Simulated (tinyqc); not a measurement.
# Input admittance of a MOSFET at zero drain bias: distributed channel and distributed gate, step by step

Computed by the program tinyqc: `OMP_NUM_THREADS=1 python tinyqc.py 2262055 2262056 out.jsonl`, one thread of a shared Intel Xeon 2.30GHz, about 0.01 s for the whole run. Printed values are rounded.

Source and drain grounded, strong inversion, w = 2 pi f, Cox = eps0 eox/tox. The channel is an RC line of resistance 1/(mu Cox Vo) per square fed from both ends, so one finger has the intrinsic admittance y = i w Cox L tanh(g)/g per width, g = (1/2) sqrt(i w tau), tau = L^2/(mu Vo). The vertical resistance rv/L is in series with y, the overlaps 2 i w Cov in parallel: y_t = 1/(1/y + rv/L) + 2 i w Cov. The gate strip is a line of Rsh/L per length loaded by y_t, so a finger has Y = y_t Wf tanh(k)/k, k = (Wf/sd) sqrt(y_t Rsh/L); the device has Nf Y.

Inputs (values chosen for the exercise); values of the order met in silicon radio-frequency transistors: relative permittivity of the gate insulator (close to silicon dioxide) eox = 3.9; insulator thickness tox = 7.3 nm; channel length L = 0.36 um; finger width Wf = 17 um; number of fingers Nf = 16; channel mobility mu = 320 cm^2/(V s); gate overdrive Vo = 0.55 V; sheet resistance of the gate Rsh = 16 ohm/square; vertical resistivity of the gate stack rv = 12 ohm um^2; number of ends at which a finger is contacted sd = 2; overlap and fringe capacitance on each side Cov = 0.34 fF/um; frequency f = 2.2 GHz.

Constants: eps0 = 8.8541878128e-14 F/cm where lengths are in cm. Results are converted to the units shown.

## Low-frequency resistances and capacitance

Low-frequency limits, with c = Cox L and ct = c + 2 Cov: R_strip = Rsh Wf/(3 sd^2 L Nf), R_ch = (c/ct)^2 L/(12 mu Cox Vo Wf Nf), R_vert = (c/ct)^2 rv/(L Wf Nf), C = ct Wf Nf.

parts (ohm): strip 3.93519, channel 0.676578, vertical 0.0625862
sum = 4.67435 ohm
C = 648.153 fF
1/(2 pi R C) = 52.5317 GHz

The strip term is the largest, 84.2 % of the sum.

## Admittance of the channel and stack per width

tau, g, c = Cox L, y and y_t as defined.

tau = 7.36364 ps
g = 0.112798+0.112798i
c = 1.70292 fF/um
y = 0.1996+23.5374i uS/um
y_t = 0.2181+32.9367i uS/um

w tau = 0.102, and Im y is 1.00 of w c.

## Input impedance of the device

k and Y as defined; Z = 1/(Nf Y) = R + 1/(i w C); Q = |Im Z|/R; signal at the point farthest from a contact |1/cosh k|.

k = 0.230723+0.229200i
Nf Y = 0.37431+8.94128i mS
R = 4.67387 ohm
C = 647.974 fF
Q = 23.8871
signal at the far point = 0.998720

R is 0.010 % below its low-frequency limit and C is 0.028 % below its own.
